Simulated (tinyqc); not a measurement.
From results to parameters: Hueckel model of a polar double bond. Computed by the program tinyqc.

Problem. A C=X pi bond in Hueckel theory has H_XX = alpha + h beta, H_CC = alpha and H_CX = k beta, with two electrons. Find h, k, the charge on carbon and the bond order.

x values of the two levels (E = alpha + x beta): 1.379209  -0.769209

Solution. The sum of the x values is h and their product is -k^2; the charge on carbon is h/sqrt(h^2 + 4k^2) and the bond order 2k/sqrt(h^2 + 4k^2).

h, k: 0.6100  1.0300
charge on carbon, bond order: 0.284  0.959
